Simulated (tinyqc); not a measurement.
AlGaN/GaN HEMT, charge control with polarisation charge: one step of the calculation.

A two-dimensional electron gas of density ns under a barrier. EF and the subbands are counted from the conduction-band edge of the channel at the interface. Two subbands of a triangular well with an infinite wall, parabolic band, no carriers in the barrier.

Problem. New ns. F = q (eta ns + Nb)/(eps0 ec) in eV/nm; E_k = a_k (C F^2/me)^(1/3), a_0 = 2.338107, a_1 = 4.087949, C = hbar^2/(2 m0); D = me m0 q/(pi hbar^2); ns = D Vt [ln(1 + exp((EF - E_0)/Vt)) + ln(1 + exp((EF - E_1)/Vt))], which gives EF = E_0 + Vt ln{2 s/[(1 + u) + sqrt((1 + u)^2 + 4 u s)]} with s = exp(ns/(D Vt)) - 1, u = exp((E_0 - E_1)/Vt). Newton: g = ns + Nb - eps0 eb (Vg - Voff - EF)/(q d), ns(new) = ns - g/(1 + (eps0 eb/(q d)) dEF/dns), the derivative by central differences over +/- 0.01 % of ns.

Parameters, values chosen for the exercise; material values close to those of AlGaN on GaN:

| symbol | value | unit | meaning |
|---|---|---|---|
| T | 300 | K | temperature |
| d | 19 | nm | barrier thickness |
| me | 0.21 | m0 | electron mass in the channel |
| ec | 9.47 |  | relative permittivity of the channel |
| eta | 0.5 |  | share of ns that counts in the confining field |
| Nb | 0 | cm^-2 | depletion charge of the buffer |
| Vg | -2.94 | V | gate voltage |

Constants: q = 1.602176634e-19 C, kB = 1.380649e-23 J/K, hbar = 1.054571817e-34 J s, m0 = 9.1093837015e-31 kg, Vt = kB T/q, eps0 = 8.8541878128e-14 F/cm where lengths are in cm, hbar^2/(2 m0) = 0.0380998212 eV nm^2. Results are converted to the units shown.

ns after iteration 1 = 5.0950301e12 cm^-2
eb = 9.3272000
Voff = -5.1364804 V

Give: E_0; E_1; EF; dEF/dns; ns after iteration 2.

Solution.

E_0 = 0.17646 eV
E_1 = 0.30853 eV
EF = 0.23028 eV
dEF/dns = 0.036131 eV per 1e12 cm^-2
ns after iteration 2 = 5.3128e12 cm^-2

tinyqc, about 0.01 s, one thread, Intel Xeon 2.30GHz (shared host): `OMP_NUM_THREADS=1 python tinyqc.py 2180080 2180081 out.jsonl`
